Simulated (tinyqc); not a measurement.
## Thermionic-field emission through a Schottky barrier, WKB: effect of temperature

Metal on an n-type semiconductor with one parabolic valley; V > 0 is forward bias (metal positive). Energies E are counted from the conduction edge of the neutral semiconductor, whose Fermi level lies at -xi; that of the metal lies at -xi - V. The barrier is a parabola of height Vd = phi - xi - V (depletion approximation, no image force).

Nc = 2 (2 pi me m0 kB T/h^2)^1.5 (times 1e-6 for cm^-3); Nd = Nc F12(-xi/Vt), F12(x) = (2/sqrt(pi)) int_0^infinity sqrt(u)/(1 + exp(u - x)) du; E00 = (hbar/2) sqrt(Nd/(me m0 eps0 eps_r)) in SI units (volts). For E < Vd, ln T(E) = -(Vd/E00) [sqrt(1 - y) - y ln((1 + sqrt(1 - y))/sqrt(y))], y = E/Vd; T(E) = 1 above. J = A* T (q/kB) int_0^infinity T(E) N(E) dE, N = ln[(1 + exp((-xi - E)/Vt))/(1 + exp((-xi - V - E)/Vt))], A* = 4 pi q me m0 kB^2/h^3 (times 1e-4 for A/(cm^2 K^2)). The integral is converged to the digits shown; the share over the barrier is that of E > Vd, and 0 means below 1e-6 %. phi is held fixed. By a common rule of thumb, E00/Vt below 0.5 marks thermionic emission, 0.5 to 5 thermionic-field emission and above 5 field emission.

Parameters, values chosen for the exercise; band and dielectric values close to those of In0.53Ga0.47As: electron mass me = 0.0412 m0; relative permittivity eps_r = 13.8; barrier height seen from the metal phi = 0.48 eV; donor density Nd = 1.1e19 cm^-3; bias V = 0.22 V.

Constants: q = 1.602176634e-19 C, kB = 1.380649e-23 J/K, eps0 = 8.8541878128e-12 F/m, hbar = 1.054571817e-34 J s, h = 6.62607015e-34 J s, m0 = 9.1093837015e-31 kg, Vt = kB T/q. Results are converted to the units shown.

Effect of temperature:

| T (K) | E00/Vt | J (A/cm^2) | share over the barrier (%) | mean E/Vd |
|---|---|---|---|---|
| 150 | 6.318 | 1.215e6 | 0 | 0.4409 |
| 200 | 4.738 | 1.246e6 | 4.46e-6 | 0.4467 |
| 250 | 3.791 | 1.288e6 | 1.38e-4 | 0.4542 |
| 300 | 3.159 | 1.339e6 | 1.43e-3 | 0.4631 |
| 400 | 2.369 | 1.472e6 | 0.0285 | 0.4853 |
| 500 | 1.895 | 1.648e6 | 0.179 | 0.5121 |

Read the table: what changes, and by how much?

J rises from 1.21e6 to 1.65e6 A/cm^2, and the mean E/Vd rises from 0.441 to 0.512, as E00/Vt falls from 6.32 (field emission) to 1.90 (thermionic-field emission). Between the first two rows J changes by a factor of 1.03, between the last two by 1.12.

Range of the model: The depletion approximation, a parabolic band and the neglect of image-force lowering make these currents estimates at high doping.

Computed by the program tinyqc: `OMP_NUM_THREADS=1 python tinyqc.py 2640088 2640089 out.jsonl`, one thread of a shared Intel Xeon 2.30GHz, about 0.01 s for the whole run.
